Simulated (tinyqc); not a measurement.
Inside a calculation. Method: Jacobi rotations on a symmetric matrix. One step of it, computed by the program tinyqc.

Question. Jacobi rotation 1. Take the largest off-diagonal element A_pq; tan 2 theta = 2 A_pq / (A_qq - A_pp) with |theta| <= pi/4; A' = J^T A J with J_pp = J_qq = cos, J_pq = sin, J_qp = -sin.

A:
```
           1          2          3
1   1.374000  -0.220000  -0.627000
2  -0.220000   1.504000  -0.532000
3  -0.627000  -0.532000   2.476000
```

Give: p, q, theta; A'.

Answer.

p, q, theta (rad): 1.0000  3.0000  -0.4249

A':
```
         1        2        3
1   1.0903  -0.4197   0.0000
2  -0.4197   1.5040  -0.3940
3   0.0000  -0.3940   2.7597
```
